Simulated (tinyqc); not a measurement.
Neighbouring tubes: carbon nanotube by zone folding.

Circumference C = n a1 + m a2, a = sqrt3 acc; d = a sqrt(n^2 + nm + m^2)/pi; tan(theta) = sqrt3 m/(2n + m); dR = gcd(2n + m, 2m + n); T = t1 a1 + t2 a2 with t1 = (2m + n)/dR, t2 = -(2n + m)/dR, |T| = sqrt3 pi d/dR; N = 2 (n^2 + nm + m^2)/dR hexagons a cell. On cutting line mu = 0 to N - 1 at x = k|T|/(2 pi) the phases are p1 = 2 pi (-t2 mu + m x)/N, p2 = 2 pi (t1 mu - n x)/N, and E = -/+ t |1 + exp(i p1) + exp(i p2)|.

Inputs chosen for the exercise (near those used for carbon; not measured data): n = 17 (chiral index); m = 9 (chiral index); t = 2.89 eV (hopping); acc = 1.44 angstrom (bond length).

Diameter, chiral angle and twice the lowest band edge.

One parameter was then changed.

Results before and after:
```
case     d (angstrom)  theta (deg)  gap (eV)
base           18.156        19.93    0.4611
changed        18.408        19.93    0.4611
```

Which of these changes was made? (a) m = 10; (b) n = 18; (c) acc = 1.46 angstrom; (d) t = 3.035 eV.
Answer: (c) acc = 1.46 angstrom. Of the candidates, run in turn, only this one gives the changed row.

All candidates:
```
case                 d (angstrom)  theta (deg)  gap (eV)
base                       18.156        19.93    0.4611
n = 18                     18.904        19.11    0.0000
m = 10                     18.771        21.49    0.4406
t = 3.035 eV               18.156        19.93    0.4842
acc = 1.46 angstrom        18.408        19.93    0.4611
```

In zone folding the gap does not depend on acc at fixed (n, m); a step in n or m changes (n - m) mod 3 and closes the gap where that becomes zero.

Program tinyqc; command `OMP_NUM_THREADS=1 python tinyqc.py 1450168 1450169 out.jsonl`; about 0.04 s on one thread of a shared Intel(R) Xeon(R) Processor @ 2.30GHz.
